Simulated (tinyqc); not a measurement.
What the s* orbital does: sp3s* tight binding with spin-orbit coupling.

sp3s* tight binding, nearest neighbours only: anion (a) at 0, cation (c) at a/4 (1,1,1), orbitals s, px, py, pz, s* on each; k in units of 2 pi/a. With phases e_j = exp(i (pi/2) k.n_j) for n = (1,1,1), (1,-1,-1), (-1,1,-1), (-1,-1,1): g0 = (e1+e2+e3+e4)/4, g1 = (e1+e2-e3-e4)/4, g2 = (e1-e2+e3-e4)/4, g3 = (e1-e2-e3+e4)/4. The diagonal holds the levels Esa, Epa, Exa (s*) and Esc, Epc, Exc. Anion-cation block: <sa|sc> = Vss g0; <sa|xc> = Vsapc g1; <xa|sc> = -Vscpa g1; <xa|xc> = Vxx g0; <xa|yc> = <ya|xc> = Vxy g3, <xa|zc> = <za|xc> = Vxy g2, <ya|zc> = <za|yc> = Vxy g1; <s*a|xc> = Vxapc g1; <xa|s*c> = -Vpaxc g1; y and z take g2 and g3 in place of g1; s-s* and s*-s* vanish.

Spin-orbit coupling acts within the p shell of each atom as (D/3) L.sigma, D = Da or Dc: it puts four states at Ep + D/3 and two at Ep - 2D/3.

Values chosen for the exercise (near a published set for InAs, fitted to gaps, whose masses and valley positions are rough; spin-orbit coupling, where it is added without a refit, lifts the valence top and shrinks all gaps by about a third of the splitting; not measured data): Esa = -9.571 eV (s level of the anion); Epa = 0.913 eV (p level of the anion); Esc = -2.758 eV (s level of the cation); Epc = 3.686 eV (p level of the cation); Exa = 7.341 eV (s* level of the anion); Exc = 6.813 eV (s* level of the cation); Vss = -5.634 eV (s-s); Vxx = 1.814 eV (px-px); Vxy = 4.476 eV (px-py); Vsapc = 3.049 eV (s anion, p cation); Vscpa = 5.393 eV (s cation, p anion); Vxapc = 3.368 eV (s* anion, p cation); Vpaxc = 3.904 eV (p anion, s* cation); Da = 0.44 eV (atomic spin-orbit splitting, anion); Dc = 0.374 eV (the same, cation).

The s* couplings Vxapc and Vpaxc are scaled by f; f = 0 is the plain sp3 model. Gaps from the top of the valence band at Gamma; the Delta value is the minimum on (x,0,0), 0.5 <= x <= 1.

Gaps (eV):

| f | Gamma | Delta | L | x of the minimum |
|---|---|---|---|---|
| 0.00 | 0.2606 | 3.1241 | 2.0326 | 0.500 |
| 0.25 | 0.2606 | 3.0536 | 1.9639 | 0.500 |
| 0.50 | 0.2606 | 2.8607 | 1.7733 | 0.500 |
| 0.75 | 0.2606 | 2.5855 | 1.4958 | 0.500 |
| 0.90 | 0.2606 | 2.3798 | 1.3028 | 1.000 |
| 1.00 | 0.2606 | 2.0864 | 1.1673 | 1.000 |
| 1.10 | 0.2606 | 1.7885 | 1.0281 | 1.000 |

The gap at Gamma stays, since g1 to g3 vanish there. From f = 0 to 1 the s* levels lower the Delta value by 1.038 eV and L by 0.865 eV. For f = 0, 0.25, 0.5 and 0.75 the least value lies at x = 0.5, the end of the range: any valley further out lies above that value until s* has lowered it enough. The lowest of the three is Gamma at both f = 0 and f = 1.

tinyqc: `OMP_NUM_THREADS=1 python tinyqc.py 1480729 1480730 out.jsonl`; about 0.1 s, one thread, shared Intel(R) Xeon(R) Processor @ 2.30GHz.
